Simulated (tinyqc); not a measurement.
Froehlich polaron in a polar crystal: one step, computed by the program tinyqc. Command: `OMP_NUM_THREADS=1 python tinyqc.py 3009615 3009616 out.jsonl frohlich walk`. One thread of a shared host (Intel(R) Xeon(R) Processor @ 2.30GHz), about 0.05 s of CPU time with the checks.

One electron in a parabolic band of mass m*, coupled to dispersionless LO phonons in the continuum model. Energies are in units of hbar omega unless marked, wave numbers in k_0 = sqrt(2 m* omega/hbar).

Question. Coupling constant and length scale. 1/eps* = 1/eps_inf - 1/eps_s; k_0 = sqrt(2 m* omega/hbar) = sqrt(m* hbar omega / (hbar^2/(2 m_0))) with m* in m_0; alpha = (e^2/(4 pi eps_0)) k_0/(2 eps* hbar omega); polaron length 1/k_0.

Inputs (values chosen for the exercise, for a model crystal):
```
quantity                          value  unit
band mass m*                      0.361   m_0
LO phonon energy hbar omega        32.6   meV
eps_inf                             8.9     -
static dielectric constant eps_s   23.7     -
```

Constants: hbar^2/(2 m_0) = 3.80998212 eV angstrom^2; e^2/(4 pi eps_0) = 14.39964548 eV angstrom.

Give: eps*; k_0; coupling constant alpha; polaron length 1/k_0.

Answer.

eps* = 14.25

k_0 = 0.05558 1/angstrom

coupling constant alpha = 0.8612

polaron length 1/k_0 = 17.99 angstrom

Weak coupling: perturbation theory should serve.
